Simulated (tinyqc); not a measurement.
# Input admittance of a MOSFET at zero drain bias: distributed channel and distributed gate, step by step

Program tinyqc, `OMP_NUM_THREADS=1 python tinyqc.py 2262039 2262040 out.jsonl`; Intel Xeon 2.30GHz, shared host, one thread, about 0.01 s. Printed values are rounded.

Source and drain grounded, strong inversion, w = 2 pi f, Cox = eps0 eox/tox. The channel is an RC line of resistance 1/(mu Cox Vo) per square fed from both ends, so one finger has the intrinsic admittance y = i w Cox L tanh(g)/g per width, g = (1/2) sqrt(i w tau), tau = L^2/(mu Vo). The vertical resistance rv/L is in series with y, the overlaps 2 i w Cov in parallel: y_t = 1/(1/y + rv/L) + 2 i w Cov. The gate strip is a line of Rsh/L per length loaded by y_t, so a finger has Y = y_t Wf tanh(k)/k, k = (Wf/sd) sqrt(y_t Rsh/L); the device has Nf Y.

Inputs (values chosen for the exercise); values of the order met in silicon radio-frequency transistors: relative permittivity of the gate insulator (close to zirconium oxide) eox = 24.3; insulator thickness tox = 15 nm; channel length L = 1.2 um; finger width Wf = 1.8 um; number of fingers Nf = 4; channel mobility mu = 330 cm^2/(V s); gate overdrive Vo = 0.53 V; sheet resistance of the gate Rsh = 28 ohm/square; vertical resistivity of the gate stack rv = 2 ohm um^2; number of ends at which a finger is contacted sd = 2; overlap and fringe capacitance on each side Cov = 0.32 fF/um; frequency f = 3.2 GHz.

Constants: eps0 = 8.8541878128e-14 F/cm where lengths are in cm. Results are converted to the units shown.

## Low-frequency resistances and capacitance

Low-frequency limits, with c = Cox L and ct = c + 2 Cov: R_strip = Rsh Wf/(3 sd^2 L Nf), R_ch = (c/ct)^2 L/(12 mu Cox Vo Wf Nf), R_vert = (c/ct)^2 rv/(L Wf Nf), C = ct Wf Nf.

parts (ohm): strip 0.875, channel 51.46404, vertical 0.2151821
sum = 52.55422 ohm
C = 128.5383 fF
1/(2 pi R C) = 23.56026 GHz

The channel term is the largest, 97.9 % of the sum.

## Admittance of the channel and stack per width

tau, g, c = Cox L, y and y_t as defined.

tau = 82.33276 ps
g = 0.4548899+0.4548899i
c = 17.21254 fF/um
y = 46.4539+338.3915i uS/um
y_t = 46.6411+351.2070i uS/um

w tau = 1.66, and Im y is 0.978 of w c.

## Input impedance of the device

k and Y as defined; Z = 1/(Nf Y) = R + 1/(i w C); Q = |Im Z|/R; signal at the point farthest from a contact |1/cosh k|.

k = 0.06155325+0.05391926i
Nf Y = 0.341306+2.527190i mS
R = 52.48297 ohm
C = 127.9847 fF
Q = 7.404467
signal at the far point = 0.9995557

R is 0.14 % below its low-frequency limit and C is 0.43 % below its own.
